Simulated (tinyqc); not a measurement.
From results back to parameters: BHZ model on a square lattice (one spin block). Three cases, with inputs chosen for the exercise.

Problem. Near Gamma E = -D k^2 -/+ sqrt(A^2 k^2 + (M - B k^2)^2), so the curvature of the upper band, E = |M| + c+ k^2, is c+ = -D + A^2/(2|M|) - B sign(M), and of the lower one c- = -D - A^2/(2|M|) + B sign(M). M and A are given; c+ and c- come from hidden B and D.

Case 1.

Values chosen (out of a larger set: of the size used for HgTe wells; not measured data): A = 3.92 eV angstrom; M = -0.0101 eV (mass term).

c+, c- (eV angstrom^2): 732.213  -639.613

Case 2.

Values chosen (out of a larger set: of the size used for thin Bi2Se3 films; not measured data): A = 2.58 eV angstrom; M = -0.0429 eV (mass term).

c+, c- (eV angstrom^2): 62.580  -53.380

Case 3.

Values chosen (out of a larger set: of the size used for HgTe wells; not measured data): A = 3.58 eV angstrom; M = 0.0075 eV (mass term).

c+, c- (eV angstrom^2): 972.427  -866.427

Find: D, B; order of the bands.

Solution. The mean of the curvatures is -D; half their difference is A^2/(2|M|) - B sign(M). The bands are inverted where M/B > 0.

Case 1.

D, B (eV angstrom^2): -46.3  -74.8

order of the bands: inverted

Case 2.

D, B (eV angstrom^2): -4.6  -19.6

order of the bands: inverted

Case 3.

D, B (eV angstrom^2): -53.0  -65.0

order of the bands: normal

Computed by tinyqc, one run a case: `OMP_NUM_THREADS=1 python tinyqc.py N N+1 out.jsonl` with N = 1480626, 1480831, 1480877; one thread of a shared Intel(R) Xeon(R) Processor @ 2.30GHz, about 0.1 s a run at most.
